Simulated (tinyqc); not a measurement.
Square-lattice Ising model by mean field, Bethe lattice, transfer matrix, exact enumeration and Monte Carlo steps. Changing the strip width w. Computed by tinyqc, a small Python program. Command: `OMP_NUM_THREADS=1 python tinyqc.py 3005467 3005468 out.jsonl ising sweep`. One thread of a shared host (Intel(R) Xeon(R) Processor @ 2.30GHz), about 0.3 s of CPU time with the checks.

H = -J sum over nearest pairs s_i s_j, s = +-1, no field, periodic boundaries; energies per site are in J. As a lattice gas or an alloy, s marks which species holds the site.

Inputs (values chosen for the exercise, for a model lattice): coupling J = 47.1 meV; temperature T = 1460 K.

Constants: k_B = 8.617333262e-05 eV/K.

Method:
- K = J/(k_B T). Onsager: k_B T_c/J = 2/ln(1 + sqrt 2); mean field: 4; Bethe lattice with z = 4: 2/ln 2.
- Strip of w sites, periodic across (for w = 2 the pair is joined by two bonds): T(s, s') = exp(K [sum_i s_i s'_i + (r(s) + r(s'))/2]), r(s) = sum_i s_i s_(i+1).
- With the eigenvalues l1 > l2: -f/(k_B T) = ln(l1)/w per site; xi = 1/ln(l1/l2) rows.

One run for each value:
```
strip width w  -f/(k_B T)  correlation length xi
2                 0.91740                 1.6933
3                 0.87607                 2.2691
4                 0.86336                 2.6710
5                 0.85823                 2.9453
6                 0.85580                 3.1341
7                 0.85452                 3.2652
8                 0.85380                 3.3570
```

What does the table show, and why?

Over the rows, -f/(k_B T) falls from 0.917 to 0.854 (exponent d ln y / d ln x -0.11 between the first rows and -0.0063 between the last); correlation length xi rises from 1.69 to 3.36 (exponent d ln y / d ln x 0.72 between the first rows and 0.21 between the last). xi/w goes from 0.847 to 0.420: between the last two widths it falls, the mark of T above T_c. Where xi/w is the same for two widths lies the estimate of T_c.

Extremes, crossings and ranges named in words are read from the listed rows.
